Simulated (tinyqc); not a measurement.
From results back to parameters: localisation in a chain with random site energies (transfer matrices). Five cases, with inputs chosen for the exercise.

Problem. In the localised range mean ln T = c - 2N/xi, xi being the localisation length in sites, and site energies spread evenly over a width W give xi = 24 (4t^2 - E^2)/W^2 for weak disorder. The two means come from a hidden xi.

Case 1.

Values chosen: t = 0.62 eV (hopping); E = -0.43 eV (energy); N1 = 62 (first length); N2 = 143 (second length).

mean ln T: N1 -3.63636, N2 -8.38710

Case 2.

Values chosen: t = 1.04 eV (hopping); E = -0.42 eV (energy); N1 = 46 (first length); N2 = 219 (second length).

mean ln T: N1 -14.41385, N2 -67.64462

Case 3.

Values chosen: t = 0.69 eV (hopping); E = -0.57 eV (energy); N1 = 72 (first length); N2 = 185 (second length).

mean ln T: N1 -9.52368, N2 -24.39211

Case 4.

Values chosen: t = 1.51 eV (hopping); E = -1.11 eV (energy); N1 = 77 (first length); N2 = 263 (second length).

mean ln T: N1 -5.39779, N2 -17.88101

Case 5.

Values chosen: t = 1.83 eV (hopping); E = -1.02 eV (energy); N1 = 71 (first length); N2 = 260 (second length).

mean ln T: N1 -8.46429, N2 -30.06429

Find: xi; W.

Solution. The slope gives xi = 2 (N2 - N1)/(difference of the means), and W = sqrt(24 (4t^2 - E^2)/xi).

Case 1.

xi = 34.1 sites
W = 0.98 eV

Case 2.

xi = 6.5 sites
W = 3.91 eV

Case 3.

xi = 15.2 sites
W = 1.58 eV

Case 4.

xi = 29.8 sites
W = 2.52 eV

Case 5.

xi = 17.5 sites
W = 4.12 eV

Computed by tinyqc, one run a case: `OMP_NUM_THREADS=1 python tinyqc.py N N+1 out.jsonl` with N = 1451851, 1451872, 1451887, 1451923, 1451926; one thread of a shared Intel(R) Xeon(R) Processor @ 2.30GHz, about 0.1 s a run at most.
